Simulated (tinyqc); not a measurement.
Transmission spectrum against simple models: phonon transmission through an interface between two chains by Green functions. Computed by tinyqc, a small Python program. Command: `OMP_NUM_THREADS=1 python tinyqc.py 3027736 3027737 out.jsonl agf walk`. One thread of a shared host (Intel(R) Xeon(R) Processor @ 2.30GHz), about 0.01 s of CPU time with the checks.

Two semi-infinite chains (masses m_1, m_2; springs k_1, k_2), motion along the chain. The central region holds the end atom of each chain, joined by springs k_b. lambda = omega^2 in eV/(angstrom^2 u); nu = 15.6333042 THz x sqrt(lambda).

Inputs (values chosen for the exercise, for two model chains): mass m_1 = 16.2 u; spring k_1 = 6.96 eV/angstrom^2; mass m_2 = 93.8 u; spring k_2 = 9.88 eV/angstrom^2; junction spring k_b = 8.15 eV/angstrom^2; probe frequency / lower band top = 0.31.

Atoms in the interlayer: none.

Constants: nu for 1 eV/(angstrom^2 u) = 15.6333042 THz.

Method:
- nu_max = 15.6333042 THz x 2 sqrt(k/m); impedance Z = sqrt(k m); long-wave transmission 4 Z_1 Z_2/(Z_1 + Z_2)^2; the probe frequency is the given share of the lower band top.
- In chain i, sin(q_i a/2) = nu/nu_max,i. An outgoing wave makes the next atom move as exp(i q_i a) times the end atom, so the lead adds the self-energy Sigma_i = -k_i exp(i q_i a) to the force-constant matrix; Gamma_i = -2 Im Sigma_i = 2 k_i sin(q_i a).
- A = lambda M - K - Sigma over the central atoms, with K_ii the sum of the springs at i, K_(i,i+1) = -k_b; G = inverse of A; transmission = Gamma_1 Gamma_2 |G_(first,last)|^2.
- Long-wave value 4 Z_1 Z_2/(Z_1 + Z_2)^2. Continuum estimate, with omega = sqrt(lambda): a massless extra compliance c = 1/k_b - 1/(2 k_1) - 1/(2 k_2), tau = long-wave value/[1 + (omega c Z_1 Z_2/(Z_1 + Z_2))^2].

band top of chain 1 = 20.4941 THz

band top of chain 2 = 10.1475 THz

long-wave transmission = 0.766910

Z_1 = 10.6185 sqrt(eV u)/angstrom

Z_2 = 30.4425 sqrt(eV u)/angstrom

Transmission:
```
nu/nu_top  nu (THz)  Green function  long-wave value  continuum estimate
0.05         0.5074         0.76656          0.76691             0.76691
0.15         1.5221         0.76372          0.76691             0.76691
0.25         2.5369         0.75779          0.76691             0.76691
0.35         3.5516         0.74823          0.76691             0.76691
0.45         4.5664         0.73406          0.76691             0.76691
0.55         5.5811         0.71355          0.76691             0.76691
0.65         6.5959         0.68354          0.76691             0.76691
0.75         7.6106         0.63766          0.76691             0.76691
0.85         8.6254         0.56027          0.76691             0.76691
0.92         9.3357         0.46159          0.76691             0.76691
0.98         9.9445         0.27254          0.76691             0.76691
```

What does the comparison show, and why?

The transmission starts at the impedance value 0.767 and vanishes at the lower band top, 10.15 THz, above which chain 2 has no states. It first falls below half of that value at nu/nu_top = 0.98. The continuum estimate is within 0.05 up to nu/nu_top = 0.45; it leaves out dispersion.
